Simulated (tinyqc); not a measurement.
Worked calculation: out-diffusion of a doped substrate or buried layer into a growing epitaxial film. Computed by tinyqc, a small Python program that keeps every step. Command: `OMP_NUM_THREADS=1 python tinyqc.py 3022095 3022096 out.jsonl buried walk`. One thread of a shared host (Intel(R) Xeon(R) Processor @ 2.30GHz), about 0.01 s of CPU time with the checks. Intermediate numbers are printed to about 6 digits and carried at full precision; extremes and crossings named in words are read from the listed rows.

x is counted from the original substrate surface into the film, whose surface moves as x = v t. Substrate dopant has one diffusivity; the dopant of the film is taken as uniform.

Inputs (values chosen for the exercise, modelled on antimony in silicon): prefactor D0 = 4.29 cm^2/s; activation energy E = 3.84 eV; substrate concentration C_s = 2.9e+18 1/cm^3; film doping C_e = 5e+16 1/cm^3; growth rate v = 0.29 um/min; film thickness d = 5.8 um; growth temperature T = 975 C; autodoping level at the start, as a share of C_s = 0.0003; decay length of autodoping = 0.14 um; later thermal budget (Dt)2 = 9.9e-11 cm^2.

Film doping: same type as the substrate.

Constants: k_B = 8.617333262e-05 eV/K.

## Scales

D = D0 exp(-E/(k_B T)); growth time t = d/v; l = 2 sqrt(D t); growth number G = v t/l = d/l; 1 um = 1e-4 cm. Temperatures in kelvin are T(C) + 273.15.

diffusivity D = 1.34064e-15 cm^2/s

growth time t = 20 min

length l = 0.0253674 um

growth number G = 228.640

The surface outruns diffusion, so the film acts as an infinite medium.

## Moving boundary against the simple erfc

For a surface that grows from dopant-free material and loses none by evaporation, with u = x/l and s = G - u: C/C_s = (1/2) [erfc(u) + (1 + 4 G (G + s)) exp(4 G s) erfc(G + s) - (4G/sqrt(pi)) exp(-u^2)]; for large G it tends to (1/2) erfc(u). Early in the growth G = sqrt(v x_s/(4 D)) for the thickness x_s reached so far; rows give C at the interface (u = 0) and at the surface (u = G).

The first stage of growth:
```
G     C/C_s at the interface  C at the surface (1/cm^3)  simple erfc there (1/cm^3)    ratio  thickness x_s (nm)
0.10                0.824033                2.30136e+18                 1.28693e+18  1.78826         1.10949e-03
0.25                0.679673                1.59247e+18                 1.04933e+18  1.51762         6.93433e-03
0.50                0.577186                8.11591e+17                 6.95275e+17  1.16729         2.77373e-02
0.75                0.538076                3.81628e+17                 4.18824e+17  0.91119         6.24089e-02
1.00                0.520901                1.64691e+17                 2.28084e+17  0.72206         1.10949e-01
1.50                0.507942                2.32762e+16                 4.91475e+16  0.47360         2.49636e-01
2.00                0.503733                2.22037e+15                 6.78272e+15  0.32736         4.43797e-01
2.50                0.502020                1.39611e+14                 5.90080e+14  0.23660         6.93433e-01
3.00                0.501207                5.68483e+12                 3.20312e+13  0.17748         9.98543e-01
```

At the interface the value falls from 0.824 towards 1/2 as G grows; among these rows it is within 1 % of 1/2 from G = 2 on. At the surface the ratio to the simple erfc goes from 1.788 to 0.177: a fixed wall would double the value, while fresh undoped material dilutes a fast-moving surface. The surface value drops below C_e = 5.0e16 by the row at 0.250 nm, within the first atomic layers, where the continuum picture is formal; the finished film has G = 229. Caution: rows with a thickness or a length l = x_s/G below about 1 nm are formal for a continuum model.

## Transition width

After growth and the later budget: l2 = 2 sqrt(D t + (Dt)2); C(x) = (C_s/2) erfc(x/l2) + share x C_s exp(-x/decay length) for x > 0 (autodoping taken as unchanged by the later budget). The transition x_t solves C(x) = C_e, where the total doping is twice the intended value. Usable film = d - x_t. Also give x_t for the erfc term alone, after growth and after the later budget.

length l2 = 0.200608 um

x_t after growth, erfc alone = 0.0379266 um

x_t after the later budget, erfc alone = 0.299927 um

x_t with autodoping = 0.300044 um

usable film = 5.49996 um

Solid-state diffusion sets the transition. The later budget is 62 times that of the growth.

## Profile in the film

Positions are 0.05, 0.2, 0.4, 0.6, 0.8, 1, 1.25 and 1.5 of x_t with autodoping (any beyond the film thickness are formal); net doping = C + C_e.

Concentrations (1/cm^3):
```
x/x_t    x (um)    diffusion   autodoping   net doping
0.05   0.015002  1.32787e+18  7.81593e+14  1.37865e+18
0.20   0.060009  9.74785e+17  5.66716e+14  1.02535e+18
0.40   0.120018  5.76385e+17  3.69157e+14  6.26754e+17
0.60   0.180027  2.96376e+17  2.40468e+14  3.46616e+17
0.80   0.240036  1.31391e+17  1.56641e+14  1.81548e+17
1.00   0.300044  4.98980e+16  1.02035e+14  1.00000e+17
1.25   0.375056  1.18800e+16  5.97115e+13  6.19397e+16
1.50   0.450067  2.18909e+15  3.49435e+13  5.22240e+16
```

Checks made by the program: conservation of dopant by the moving-boundary solution (relative difference below 1e-10).
